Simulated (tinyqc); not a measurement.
Weibull analysis of times to dielectric breakdown, with area scaling: two steps of the calculation.

Breakdown times follow F(t) = 1 - exp(-(t/t63)^beta). The 8 times below were drawn at random from beta = 2.7, t63 = 480 s and are treated as data; all samples failed.

Inputs (values chosen for the exercise):
- A1 = 3 um^2 (area of a test capacitor)
- A2 = 2.1e6 um^2 (gate area of the product)
- Fp = 0.0001 (allowed share of failed products)
- beta = 2.7 (Weibull slope)

Task 1. Likelihood estimate of beta. Maximum likelihood: a(beta) = 1/beta with a = sum t^beta ln t/sum t^beta - mean ln t. Averaged step: beta(new) = [beta + 1/a(beta)]/2.

```
i,t (s)
1,319
2,387
3,397
4,405
5,509
6,564
7,766
8,790
```

beta at the start = 3.1

Wanted: beta after iteration 1.

Result 1.

beta after iteration 1 = 3.318

Task 2. Scale parameter and projection to the product. t63 = (mean of t^beta)^(1/beta). Defects are spread at random, so -ln(1 - F) is proportional to the area: t63(A2) = t63 (A1/A2)^(1/beta), and the time to the share Fp is t63(A2) (-ln(1 - Fp))^(1/beta).

```
i,t (s)
1,319
2,387
3,397
4,405
5,509
6,564
7,766
8,790
```

converged beta = 3.3444468

Wanted: t63; t63 of the product; time to Fp; decades lost against t63.

Result 2.

t63 = 577.36 s
t63 of the product = 10.322 s
time to Fp = 0.65726 s
decades lost against t63 = 2.9437

The straight-line values give 0.376 s for the time to Fp and the values that made the data 0.108 s: with 8 samples beta is uncertain by about 0.78/sqrt(n) = 28 %, and the projection hangs on 1/beta.

Program tinyqc, `OMP_NUM_THREADS=1 python tinyqc.py 2070076 2070077 out.jsonl`; Intel Xeon 2.30GHz, shared host, one thread, about 0.01 s.
